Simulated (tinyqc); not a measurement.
Thermal stress, cracking, delamination and buckling of a thin film; Griffith cracks and misfitting inclusions. Which input was changed? Computed by tinyqc, a small Python program. Command: `OMP_NUM_THREADS=1 python tinyqc.py 3029436 3029437 out.jsonl filmcrack which`. One thread of a shared host (Intel(R) Xeon(R) Processor @ 2.30GHz), about 0.1 s of CPU time with the checks.

Isotropic linear elasticity; the substrate is much thicker than the film; stress is positive in tension.

Inputs (values chosen for the exercise, for a model film):

| quantity | value | unit |
|---|---|---|
| film Young's modulus E | 90.1 | GPa |
| film Poisson ratio nu | 0.18 | - |
| film expansion alpha_f | 0.573 | 1e-6/K |
| substrate expansion alpha_s | 3 | 1e-6/K |
| deposition temperature T_d | 625 | K |
| final temperature T | 300 | K |
| intrinsic stress | 180 | MPa |
| film thickness h | 0.29 | micrometre |
| substrate Young's modulus E_s | 140 | GPa |
| substrate Poisson ratio nu_s | 0.25 | - |
| flaw half length a | 3.3 | micrometre |
| substrate surface energy gamma_s | 1.7 | J/m^2 |
| inclusion radius R | 2.9 | micrometre |

Inclusion: sphere.

Method:
- Thermal strain = (alpha_f - alpha_s)(T_d - T); stress = E/(1 - nu) x strain + intrinsic stress; plane-strain modulus Ebar = E/(1 - nu^2); G0 = stress^2 h/(2 Ebar) is the energy freed per area when a long strip loses its stress across its width.
- Through crack of length 2a in plane strain: K_Ic = sqrt(2 gamma_s E_s/(1 - nu_s^2)); fracture stress = K_Ic/sqrt(pi a). An edge crack of depth a has K larger by 1.1215.
- Film material fills a sphere of radius R in the substrate, with the misfit e = thermal strain (it wants to shrink if e > 0). Radial stress at the wall s0 = e/[(1 - 2 nu)/E + (1 + nu_s)/(2 E_s)]; inside it is uniform and hydrostatic; outside s_rr = s0 (R/r)^3, s_tt = -s_rr/2. Keep-out radius: where |s_rr| falls to 10 MPa (R if it is lower at the wall).

Task: One of these inputs alone was changed, within the range given: film Poisson ratio nu (0.1 to 0.36); deposition temperature T_d (330 to 1250); substrate Young's modulus E_s (70 to 280); flaw half length a (1.65 to 6.6). Which one, and to what value?

Results:

| run | radial stress at the wall s0 (MPa) | film stress (MPa) | fracture stress, inner crack (MPa) |
|---|---|---|---|
| before | -68.18887 | 93.3309 | 221.3023 |
| after | -53.92166 | 111.4648 | 221.3023 |

Result:

Each candidate set to reproduce radial stress at the wall s0, and what it then gives:

| candidate | range searched | value needed | film stress (MPa) | fracture stress, inner crack (MPa) |
|---|---|---|---|---|
| film Poisson ratio nu | 0.1 to 0.36 | out of reach | - | - |
| deposition temperature T_d (K) | 330 to 1250 | 557.0 | 111.46 | 221.30 |
| substrate Young's modulus E_s (GPa) | 70 to 280 | 83.06 | 93.33 | 170.46 |
| flaw half length a (micrometre) | 1.65 to 6.6 | no effect | - | - |

Only deposition temperature T_d fits every result: it went from 625 to 557 K. The next best candidate, substrate Young's modulus E_s, misses one result by 23 %.
